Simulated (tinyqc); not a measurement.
Geometry optimisation on the B3LYP (VWN-RPA form)/6-31g surface (energies and gradients from PySCF), for H3-, spin multiplicity 1, step by step. The basis has no diffuse functions, so it cannot describe the extra electron: this is an exercise in the method, not the real anion. One step of it, computed by the program tinyqc.

Task: Step 2: move. Quasi-Newton step p = -H^(-1) g (the inverse Hessian comes from BFGS updates; coordinates in the order x, y, z of each atom); steps longer than 0.1 bohr are cut back (factor 0.108 here).

positions after step 1 (bohr):
```
           x          y         z
1H  0.058871  -0.032797  0.014469
2H  0.087723  -0.137577  1.495344
3H  0.014032   1.485623  0.644476
```

gradient (hartree/bohr):
```
              x            y            z
1H  -0.00059254   0.01239023  -0.00826571
2H  -0.00851887   0.19232613  -0.08827116
3H   0.00911223  -0.20471499   0.09653384
```

inverse Hessian in use (bohr^2/hartree), lower triangle:
```
           1          2          3          4          5          6          7          8
1   0.999970
2   0.001186   0.956896
3   0.000788  -0.023123   0.996621
4  -0.000050   0.004508   0.006790   1.001646
5   0.001000  -0.097382  -0.151694  -0.037987   1.875967
6  -0.000802   0.055959   0.073706   0.015308  -0.354997   1.138822
7   0.000080  -0.005695  -0.007579  -0.001596   0.036988  -0.014506   1.001515
8  -0.002186   0.140487   0.174817   0.033479  -0.778570   0.299031  -0.031293   1.638067
9   0.000013  -0.032835  -0.070324  -0.022097   0.506674  -0.212521   0.022084  -0.473831

          9
9  1.282836
```

Give: positions after step 2.

Result:

positions after step 2 (bohr):
```
         x        y       z
1H  0.0589  -0.0281  0.0238
2H  0.0905  -0.2024  1.5224
3H  0.0112   1.5457  0.6081
```
